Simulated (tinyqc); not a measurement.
# Hexagonal on-chip spiral inductor, lumped pi model: quality factor against frequency

Outer diameter do = di + 2 n wd + 2 (n - 1) sp, mean da = (do + di)/2, fill p = (do - di)/(do + di), length l = 3.464 n da. L = 2.33 mu0 n^2 da/(1 + 3.82 p), mu0 = 4 pi 1e-7 H/m. Rs = rho l/(wd delta (1 - exp(-th/delta))), delta = sqrt(rho/(pi f mu0)). Cs = n wd^2 eps0 eo/hu across the coil. At each end Cox = l wd eps0 eo/(2 ho) leads to the substrate branch Rsi = 2 rs he/(l wd) in parallel with Csi = l wd eps0 11.7/(2 he). With one end grounded Y = 1/(Rs + i w L) + i w Cs + 1/[1/(i w Cox) + 1/(1/Rsi + i w Csi)], w = 2 pi f; Q = -Im Y/Re Y. Eddy currents in neighbouring turns and in the substrate are left out.

Apparent inductance Im(1/Y)/w; share of the loss Re(substrate branch)/Re Y.

Values chosen for this exercise; values of the order met in silicon radio-frequency processes:
- n = 5.5 (number of turns)
- wd = 15 um (line width)
- sp = 3 um (space between turns)
- di = 100 um (inner diameter)
- th = 2 um (metal thickness)
- rho = 2.2 uohm cm (metal resistivity)
- ho = 3.6 um (oxide below the coil)
- hu = 1.4 um (oxide between coil and underpass)
- eo = 3 (relative permittivity of the oxide)
- rs = 1000 ohm cm (substrate resistivity)
- he = 80 um (effective spreading depth in the substrate)

Constants: eps0 = 8.8541878128e-12 F/m. Results are converted to the units shown.

Quality factor against frequency:
```
f (GHz)  Rs (ohm)  w L/Rs       Q  apparent inductance (nH)  loss in the substrate (%)
0.15       3.2122  1.7741  1.7728                    6.0469                   0.032970
0.24       3.3459  2.7251  2.7208                    6.0496                   0.070733
0.39       3.5264  4.2017  4.1858                    6.0569                    0.16581
0.64       3.7705  6.4488  6.3876                    6.0771                    0.40464
1          4.0603  9.3569  9.1506                    6.1240                    0.90222
1.7        4.5238  14.277  13.424                    6.2794                     2.2933
2.8        5.1235  20.763  17.656                    6.7270                     5.3105
4.6        5.9414  29.414  18.872                    8.3238                     11.534
7.5        7.0460  40.440  8.4504                    22.099                     22.607
```

What does the table show?

Q goes from 1.77 through a maximum of 18.9 (at f = 4.6 GHz among the rows listed) to 8.45; the exact peak is 19.2 at 4.02 GHz and Q reaches zero at the self-resonance, 8.78 GHz. The share of the substrate rises from 0.0330 to 22.6 %, and the apparent inductance ends at 3.65 times L. At the peak the substrate takes 9.42 % of the loss. For f = 7.5 the coil is longer than 0.15 of a wavelength in the oxide, where one lumped section is rough.

Computed by the program tinyqc: `OMP_NUM_THREADS=1 python tinyqc.py 2302177 2302178 out.jsonl`, one thread of a shared Intel Xeon 2.30GHz, about 0.01 s for the whole run.
